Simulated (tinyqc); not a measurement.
Decay of LO phonons and the hot-phonon bottleneck in the cooling of electrons: one step, computed by the program tinyqc.

n(E, T) = 1/(exp(E/(k_B T)) - 1) is the Bose occupation. Electrons have a temperature T_e; the LO modes within their reach share one occupation N; the decay products stay at the lattice temperature.

Task: Spontaneous emission time. Froehlich coupling alpha = (e^2/(4 pi eps_0)) (1/eps_inf - 1/eps_s) k_0/(2 hbar omega), k_0 = sqrt(m* hbar omega/(hbar^2/(2 m_0))); emission time tau_sp = hbar/(2 alpha hbar omega); bottleneck ratio r = (n/N_m) tau/tau_sp.

Inputs (values chosen for the exercise, modelled on indium phosphide): LO energy hbar omega = 41.8 meV; lattice temperature T = 77 K; electron mass m* = 0.0815 m_0; eps_inf = 9.67; static dielectric constant eps_s = 12.7; electron density n = 7e+17 1/cm^3; density of LO modes that the electrons reach, N_m = 1.3e+19 1/cm^3.

Decay channel: two unequal phonons (Ridley).

phonon lifetime tau = 9.268922 ps

Constants: e^2/(4 pi eps_0) = 14.39964548 eV angstrom; hbar^2/(2 m_0) = 3.80998212 eV angstrom^2; hbar = 6.582119569e-16 eV s.

Give: alpha; emission time tau_sp; bottleneck ratio r.

Result:

alpha = 0.1271

emission time tau_sp = 61.96 fs

bottleneck ratio r = 8.055

r compares the rate at which electrons exchange quanta with a mode to its decay rate. Exchange outruns decay, so a hot population builds up if the power is high enough.
